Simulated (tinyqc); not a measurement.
# Field from the level spacing

Problem. In a triangular well E_k = a_k (C F^2/mz1)^(1/3), a_1 = 2.338107, a_2 = 4.087949, C = hbar^2/(2 m0), F in eV/nm (1 MV/cm = 0.1 eV/nm). Find F, E_1, the mean distance 2 E_1/(3 F) of the lowest level and the sheet charge eps0 eps_r F/q behind such a field.

Inputs (values chosen for the exercise):

| symbol | value | unit | meaning |
|---|---|---|---|
| eps_r | 11.5 |  | relative permittivity |
| mz1 | 0.907 | m0 | mass along z of valley set A (2 valley(s)) |

Constants: q = 1.602176634e-19 C, hbar = 1.054571817e-34 J s, m0 = 9.1093837015e-31 kg, eps0 = 8.8541878128e-14 F/cm where lengths are in cm, hbar^2/(2 m0) = 0.0380998212 eV nm^2. Results are converted to the units shown.

spacing of the two lowest levels = 165.56287 meV

Answer. The spacing over a_2 - a_1 is the energy scale (C F^2/mz1)^(1/3), which gives F.

F = 1.420 MV/cm
E_1 = 221.2 meV
mean distance = 1.039 nm
sheet charge over q = 9.025e12 cm^-2

Program tinyqc, `OMP_NUM_THREADS=1 python tinyqc.py 2160032 2160033 out.jsonl`; Intel Xeon 2.30GHz, shared host, one thread, about 0.5 s.
